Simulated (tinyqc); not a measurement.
# Isotype n-N heterojunction, non-linear Poisson equation by Newton steps, Boltzmann statistics: effect of the donor density of material 1

One dimension, material 1 (n-type) at x < 0 and material 2 (n-type) at x > 0. Band edges: Ec = -psi in material 1 and -psi + dEc in material 2, Ev = Ec - Eg. Equilibrium, Fermi level at 0. n = Nc F((EFn - Ec)/Vt), p = Nv F((Ev - EFp)/Vt), with F(eta) = exp(eta) (Boltzmann statistics); full ionisation, no interface charge, classical densities; the doping types are chosen for the exercise.

Exact first integral: on each side D^2/(2 eps0 er) = G, G = q [Vt (nI_j - nI_b) + Vt (pI_j - pI_b) - C (psi_j - psi_b)], with C = +N1 or +N2, b the neutral end of that side, and nI, pI the densities themselves. D is continuous, so er1 G1(psi_j) = er2 G2(psi_j) fixes psi_j. Ends from Nc1 F(psi_L/Vt) = N1 and Nc2 F((V + psi_R - dEc)/Vt) = N2. D is counted positive when psi rises towards material 2.

Inputs (values chosen for the exercise); band and dielectric values those of a made-up pair:
- T = 300 K (temperature)
- Eg1 = 1.01 eV (band gap of material 1)
- er1 = 11.1 (relative permittivity of material 1)
- Nc1 = 2.51e19 cm^-3 (conduction-band density of states of material 1)
- Nv1 = 2.5e19 cm^-3 (valence-band density of states of material 1)
- Eg2 = 0.81 eV (band gap of material 2)
- er2 = 15.2 (relative permittivity of material 2)
- Nc2 = 2.25e19 cm^-3 (conduction-band density of states of material 2)
- Nv2 = 9.03e18 cm^-3 (valence-band density of states of material 2)
- dEc = 0.12 eV (conduction-band offset Ec2 - Ec1)
- N2 = 8.6e16 cm^-3 (donor density of material 2)
- V = 0 V (bias of side 1 against side 2)

Constants: q = 1.602176634e-19 C, kB = 1.380649e-23 J/K, Vt = kB T/q, eps0 = 8.8541878128e-14 F/cm where lengths are in cm. Results are converted to the units shown.

Results:

| N1 (cm^-3) | psi_R - psi_L (V) | psi_j - psi_L (V) | psi_R - psi_j (V) | D/q (cm^-2) | n_j in 1 (cm^-3) | n_j in 2 (cm^-3) |
|---|---|---|---|---|---|---|
| 4e15 | 0.2021 | 0.1128 | 0.08932 | 3.048e11 | 3.143e17 | 2.716e15 |
| 9.5e15 | 0.1798 | 0.09175 | 0.08803 | 3.018e11 | 3.304e17 | 2.855e15 |
| 2.2e16 | 0.1581 | 0.07231 | 0.08576 | 2.965e11 | 3.607e17 | 3.117e15 |
| 1.2e17 | 0.1142 | 0.03850 | 0.07571 | 2.721e11 | 5.322e17 | 4.599e15 |
| 2.9e17 | 0.09140 | 0.02506 | 0.06634 | 2.477e11 | 7.646e17 | 6.608e15 |
| 6.9e17 | 0.06899 | 0.01502 | 0.05397 | 2.127e11 | 1.234e18 | 1.066e16 |
| 1.6e18 | 0.04725 | 0.008064 | 0.03919 | 1.657e11 | 2.186e18 | 1.889e16 |

Estimate the missing row, N1 = 5.3e16 cm^-3.

Computed row:

| N1 (cm^-3) | psi_R - psi_L (V) | psi_j - psi_L (V) | psi_R - psi_j (V) | D/q (cm^-2) | n_j in 1 (cm^-3) | n_j in 2 (cm^-3) |
|---|---|---|---|---|---|---|
| 5.3e16 | 0.1353 | 0.05366 | 0.08168 | 2.868e11 | 4.223e17 | 3.650e15 |

With this row back in the table: As N1 goes from 4e15 to 1.6e18, the total bending falls from 0.202 to 0.0473 V and the sheet charge D/q falls from 3.05e11 to 1.66e11 cm^-2; the share of the bending in material 1 falls from 55.8 to 17.1 %. In every row electrons move into material 1, which accumulates, while the other side depletes.

tinyqc, about 0.01 s, one thread, Intel Xeon 2.30GHz (shared host): `OMP_NUM_THREADS=1 python tinyqc.py 2040007 2040008 out.jsonl`
